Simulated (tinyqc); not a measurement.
Hole mobility in a silicon inversion layer, empirical terms and Matthiessen rule: one step of the calculation.

Inversion layer of sheet density Ns on a uniformly doped body, under a high-permittivity gate with an interlayer. The mobility terms are empirical power laws with prefactors chosen for the exercise; adding their inverses (Matthiessen) is itself an approximation.

Task. Inversion density for the measured current. I = (W/L) q Ns mu Vd. E = q (Ndep + eta Ns)/(eps0 eps_r) in MV/cm. With t = T/(300 K): muC = Ac (Ns/1e12 cm^-2) t/(Nb/1e17 cm^-3 + Nit/1e11 cm^-2), muP = Ap E^(-1/3) t^(-1.75), muS = As E^(-gs), muR = Ar exp(2 ti/lr)/t; 1/mu is the sum of the inverses. Ns(new) = I/((W/L) q mu Vd).

Inputs (values chosen for the exercise); material values close to those of silicon:
```
symbol   value        unit                                                meaning
T          325           K                                            temperature
eps_r     11.7                         relative permittivity of the semiconductor
Nb      6.1e16       cm^-3                                            body doping
eta     0.3333              weight of the inversion charge in the effective field
Ap         142  cm^2/(V s)           phonon-limited mobility at 1 MV/cm and 300 K
As         443  cm^2/(V s)                  roughness-limited mobility at 1 MV/cm
gs           1                                     exponent of the roughness term
Ac        1600  cm^2/(V s)                                      Coulomb prefactor
Nit     2.7e10       cm^-2                                charge at the interface
Ar         320  cm^2/(V s)              remote-phonon mobility without interlayer
ti         1.2          nm                                   interlayer thickness
lr         0.6          nm                         decay length of remote phonons
WL          20                                                          ratio W/L
Vd        0.02           V                                          drain voltage
I         23.4          uA                                measured linear current
```

Constants: q = 1.602176634e-19 C, eps0 = 8.8541878128e-14 F/cm where lengths are in cm. Results are converted to the units shown.

Ns after iteration 1 = 2.3468938e12 cm^-2
Ndep = 9.2773968e11 cm^-2

Give: E; mu; Ns after iteration 2.

Result.

E = 0.26446 MV/cm
mu = 164.60 cm^2/(V s)
Ns after iteration 2 = 2.2182e12 cm^-2

Program tinyqc, `OMP_NUM_THREADS=1 python tinyqc.py 2510074 2510075 out.jsonl`; Intel Xeon 2.30GHz, shared host, one thread, about 0.01 s.
